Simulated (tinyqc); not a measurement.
Energy and delay of logic against supply voltage: one step of the calculation.

One expression serves below and above threshold: I(Vg) = Ik [ln(1 + exp((Vg - VT + dd V)/(al nf Vt)))]^al, with I_on = I(V) and I_off = I(0). Gate delay td = kd C V/I_on, clock period LD td. Per gate and cycle the switching energy is act C V^2 and the leakage energy I_off V LD td. No short-circuit current, no variation. Minima are sought above 0.09 V; below a few Vt gates no longer switch and the model has no meaning.

Problem. New V. Minimum-energy supply: E(V) is the energy per gate and cycle; with h = 0.001 V, E' = (E(V + h) - E(V - h))/(2 h), E'' = (E(V - h) - 2 E(V) + E(V + h))/h^2, V(new) = V - E'/E''.

Values chosen for this exercise; values of the order met in logic technologies:
- T = 330 K (temperature)
- VT = 0.33 V (threshold voltage at zero drain bias)
- nf = 1.21 (slope factor)
- dd = 0.04 (barrier lowering per volt of supply)
- Ik = 0.3 uA (specific current of a gate)
- al = 1.34 (exponent of the current law)
- C = 0.59 fF (load capacitance of a gate)
- kd = 0.9 (delay factor)
- LD = 12 (logic depth)
- act = 0.01 (activity factor)

Constants: q = 1.602176634e-19 C, kB = 1.380649e-23 J/K, Vt = kB T/q. Results are converted to the units shown.

V at the start = 0.35 V

Find: E'; E''; V after iteration 1.

Solution.

E' = 3.364 aJ/V
E'' = 26.99 aJ/V^2
V after iteration 1 = 0.2254 V

tinyqc, about 0.01 s, one thread, Intel Xeon 2.30GHz (shared host): `OMP_NUM_THREADS=1 python tinyqc.py 2082146 2082147 out.jsonl`
